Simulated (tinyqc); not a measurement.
Finite line against the semi-infinite law: electromigration in a confined line: Blech product, Korhonen stress evolution and Black's law. Computed by tinyqc, a small Python program. Command: `OMP_NUM_THREADS=1 python tinyqc.py 3027312 3027313 out.jsonl emigr walk`. One thread of a shared host (Intel(R) Xeon(R) Processor @ 2.30GHz), about 0.01 s of CPU time with the checks.

The electron wind pushes atoms from the cathode (x = 0) to the anode (x = L); blocking ends build a back stress (tension positive). The input rho is taken not to change with temperature. d sigma/dt = d/dx [kappa (d sigma/dx + G)], with zero flux at both ends and sigma = 0 at t = 0.

Inputs (values chosen for the exercise, close to those used for cobalt lines): resistivity rho = 10.8 micro-ohm cm; atomic volume Omega = 11.1 angstrom^3; effective charge number Z* = 3.3; prefactor D0 = 1.3e-06 m^2/s; activation energy E = 1.32 eV; effective modulus B = 56 GPa; critical stress sigma_c = 490 MPa; current density j = 4.9 MA/cm^2; line length L = 120 um; test temperature T = 330 C.

Start: stress-free.

Constants: e = 1.602176634e-19 C; k_B = 8.617333262e-05 eV/K; k_B = 1.380649e-23 J/K.

Method:
- G = Z* e rho j/Omega; D = D0 exp(-E/(k_B T)); kappa = D B Omega/(k_B T); drift velocity of an unconfined line v = D Z* e rho j/(k_B T). SI: 1 micro-ohm cm = 1e-8 ohm m, 1 MA/cm^2 = 1e10 A/m^2.
- Temperatures in kelvin are T(C) + 273.15.
- At steady state sigma(x) = G (L/2 - x). A void forms only if the cathode stress reaches sigma_c, that is if j L exceeds (j L)_c = 2 Omega (sigma_c)/(Z* e rho). Time scale tau = L^2/kappa.
- sigma(x, t) = G L [1/2 - x/L - 4 sum_(m odd) cos(m pi x/L) exp(-m^2 pi^2 s)/(m pi)^2], s = t/tau, summed to m = 399.
- Semi-infinite line: sigma(0, t) = 2 G L sqrt(s/pi). One-term form: keep m = 1 alone.

tau = 4412.87 h

stress gradient G = 252.070 MPa/um

Cathode stress (MPa):
```
s           t (h)  full series  semi-infinite  one term
0.002  8.8257e+00         1526           1526      3105
0.005  2.2064e+01         2413           2413      3455
0.01   4.4129e+01         3413           3413      4017
0.02   8.8257e+01         4827           4827      5061
0.05   2.2064e+02         7624           7632      7640
0.1    4.4129e+02        10555          10793     10555
0.2    8.8257e+02        13421          15264     13421
0.4    1.7651e+03        14888          21587     14888
0.8    3.5303e+03        15120          30528     15120
```

What follows from these numbers?

Among these rows the semi-infinite law holds to 1 % up to s = 0.05 and the one-term form from s = 0.05 on: the far end is felt once sqrt(kappa t) is no longer small against L, and by then the terms with m > 1 have nearly died out. The critical stress 490 MPa is already passed in the first row. Caution: rows beyond sigma_c are formal, since a void ends the model there.
